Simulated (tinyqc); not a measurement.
What each parameter does: delta-doped layer in the Thomas-Fermi potential.

All donors ionised in the plane z = 0, zero temperature, energies from the Fermi level EF of the Thomas-Fermi model, which lies at the bulk band edge; c = hbar^2/2m0, q = e^2/(4 pi eps0). gv = 4 equivalent valleys, m_d = sqrt(m3^3/mz) in the plane. With n = (gv/3 pi^2)(m3 (-V)/c)^(3/2) and V'' = -(4 pi q/eps) n for z > 0, the solution is V = -b/(|z| + z0)^4 with sqrt(b) = 20/K, K = (4 pi q/eps)(gv/3 pi^2)(m3/c)^(3/2), and z0^5 = 4b/(e F0), e F0 = 2 pi q N/eps; 1e13/cm^2 = 1e-3/angstrom^2. Exchange and correlation are left out.

Subbands solve -(c/m_z) psi'' + V psi = E psi on 1280 points of spacing z0/80; up to ten levels for each group, kept if bound with an rms width below 2.5 z0.

Constants: hbar^2/2m0 = 3.80998211 eV angstrom^2; e^2/(4 pi eps0) = 14.39964547 eV angstrom.

Inputs chosen for the exercise (near those of a delta-doped layer in Ge; the results hold for these values, not for the real material): m3 = 0.223 m0 (density-of-states mass of a valley); mz = 0.121 m0 (mass along z); eps = 16.4 (dielectric constant); N = 0.58 x 1e13/cm^2 (donor sheet density).

z0, depth, lowest level and its rms width.

One parameter was then changed.

Results before and after:
```
case     z0 (angstrom)  depth (eV)  lowest (eV)  rms z (angstrom)
base             64.57      0.0517      -0.0128             40.78
changed          60.71      0.0538      -0.0129             40.39
```

Which of these changes was made? (a) m3 = 0.256 m0; (b) eps = 14.8; (c) N = 0.348 x 1e13/cm^2; (d) mz = 0.103 m0.

Answer: (b) eps = 14.8. Of the candidates, run in turn, only this one gives the changed row.

All candidates:
```
case                   z0 (angstrom)  depth (eV)  lowest (eV)  rms z (angstrom)
base                           64.57      0.0517      -0.0128             40.78
N = 0.348 x 1e13/cm^2          71.52      0.0343      -0.0077             51.46
eps = 14.8                     60.71      0.0538      -0.0129             40.39
m3 = 0.256 m0                  59.44      0.0475      -0.0105             44.01
mz = 0.103 m0                  64.57      0.0517      -0.0119             45.18
```

Computed by tinyqc, a small Python program: `OMP_NUM_THREADS=1 python tinyqc.py 1281413 1281414 out.jsonl` (the numbers bound the seed that draws the inputs); one thread of a shared host (Intel(R) Xeon(R) Processor @ 2.30GHz), about 0.1 s for the whole set of steps.
